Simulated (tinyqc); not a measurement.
Coupled-perturbed Hartree-Fock on RHF in the 6-31g basis, for H2, spin multiplicity 1, step by step. The polarisability along this axis is zero because the basis has no function that the field can mix in; the real value is not. One step of it, computed by the program tinyqc.

Problem. Iteration 5 (converged): orbitals. Diagonalise F' = X^T F X, C = X C', fill 1 alpha and 1 beta electrons from the bottom; D = 2 C_occ C_occ^T. Each column has its largest component positive (the first on a tie).

converged F (hartree), lower triangle:
```
,1H 1s,1H 2s,2H 1s,2H 2s
1H 1s,-0.043950
1H 2s,-0.510043,-0.338793
2H 1s,-0.565098,-0.518003,-0.043950
2H 2s,-0.518003,-0.374983,-0.510043,-0.338793
```

X:
```
,1,2,3,4
1H 1s,-0.722099,0.784319,0.878846,0.270609
1H 2s,2.188082,-0.663541,0.290032,0.319865
2H 1s,0.722099,0.784319,-0.878846,0.270609
2H 2s,-2.188082,-0.663541,-0.290032,0.319865
```

Give: F' = X^T F X; orbital energies; coefficients C; D after iteration 5.

Solution.

F' = X^T F X (hartree), lower triangle:
```
,1,2,3,4
1,0.8397
2,0.0000,0.7622
3,-0.5882,0.0000,0.8192
4,0.0000,-0.1022,0.0000,-0.5912
```

orbital energies (hartree): MO1 -0.5989, MO2 0.2411, MO3 0.7699, MO4 1.4178

coefficients C:
```
,MO1,MO2,MO3,MO4
1H 1s,0.3286,0.1207,0.7619,-1.1310
1H 2s,0.2693,1.7406,-0.6856,1.3573
2H 1s,0.3286,-0.1207,0.7619,1.1310
2H 2s,0.2693,-1.7406,-0.6856,-1.3573
```

D after iteration 5, lower triangle:
```
,1H 1s,1H 2s,2H 1s,2H 2s
1H 1s,0.2159
1H 2s,0.1770,0.1450
2H 1s,0.2159,0.1770,0.2159
2H 2s,0.1770,0.1450,0.1770,0.1450
```
